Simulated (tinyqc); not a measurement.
Ballistic Schottky-barrier transistor with a two-dimensional channel, WKB contacts: one step of the calculation.

Source Fermi level 0, drain Fermi level -Vd. Far from the contacts Ec = pn - psi, and the gate moves psi one to one; the band edges relax as exp(-x/lam) from pn at the source and pn - Vd at the drain; Ev = Ec - Eg. A carrier of energy w inside the channel band meets at a contact a barrier of height D (the contact edge beyond the channel edge): T = 1 for w >= D, else exp(-S), S = 4 lam sqrt(m/C) [sqrt(D - w) - sqrt(w) arctan sqrt((D - w)/w)], C = hbar^2/(2 m0). The two contacts combine as Ts Td/(Ts + Td - Ts Td).

Task. Current of the electrons on a coarse grid. I/W = g (2 q^2/h) int T(w) [N(Es + w) - N(Ed + w)] dw with w the energy of motion along the channel, N(y) = (1/2 pi) sqrt(pi m kB T/C) Fm(-y/kB T), Fm(x) = (1/sqrt(pi)) int_0^infinity u^(-1/2)/(1 + exp(u - x)) du. Electrons: Ds = psi, Dd = psi - Vd, Es = Ec, Ed = Ec + Vd. Holes: Ds = -psi, Dd = Vd - psi, Es = -Ev, Ed = -Ev - Vd. The size of each current is taken; both flow from drain to source and add. Simpson's rule on nE equally spaced w from 0 to wm.

Parameters, values chosen for the exercise; channel values close to those of a tungsten diselenide layer:
- T = 250 K (temperature)
- pn = 0.83 eV (barrier for electrons at both contacts)
- mn = 0.35 m0 (electron mass)
- g = 2 (valleys or subbands)
- lam = 2.2 nm (screening length at the contacts)
- Vd = 0.5 V (drain bias)
- ps = 0.63 V (band shift psi of the channel by the gate)
- wm = 0.78 eV (upper end of the grid)
- nE = 13 (points of the grid)

Constants: q = 1.602176634e-19 C, kB = 1.380649e-23 J/K, hbar = 1.054571817e-34 J s, h = 6.62607015e-34 J s, m0 = 9.1093837015e-31 kg, Vt = kB T/q, hbar^2/(2 m0) = 0.0380998212 eV nm^2. Results are converted to the units shown.

Find: w; Ts; Td; T; size of the supply difference; current.

Result.

w, point 0 to 12 (eV): [0.0000, 0.0650, 0.1300, 0.1950, 0.2600, 0.3250, 0.3900, 0.4550, 0.5200, 0.5850, 0.6500, 0.7150, 0.7800]
Ts, point 0 to 12: [6.396e-10, 9.253e-6, 2.513e-4, 0.002383, 0.01292, 0.04835, 0.1372, 0.3103, 0.5741, 0.8705, 1.000, 1.000, 1.000]
Td, point 0 to 12: [6.661e-5, 0.2324, 1.000, 1.000, 1.000, 1.000, 1.000, 1.000, 1.000, 1.000, 1.000, 1.000, 1.000]
T, point 0 to 12: [6.396e-10, 9.253e-6, 2.513e-4, 0.002383, 0.01292, 0.04835, 0.1372, 0.3103, 0.5741, 0.8705, 1.000, 1.000, 1.000]
size of the supply difference, point 0 to 12 (1/um): [0.01166, 5.708e-4, 2.793e-5, 1.367e-6, 6.690e-8, 3.274e-9, 1.602e-10, 7.842e-12, 3.838e-13, 1.878e-14, 9.191e-16, 4.498e-17, 2.201e-18]
current = 1.700e-7 uA/um

Range of the model: No scattering, image-force lowering, channel charge or band-to-band tunnelling; parabolic kappa overstates S deep in the gap.

Computed by the program tinyqc: `OMP_NUM_THREADS=1 python tinyqc.py 2390052 2390053 out.jsonl`, one thread of a shared Intel Xeon 2.30GHz, about 0.4 s for the whole run.
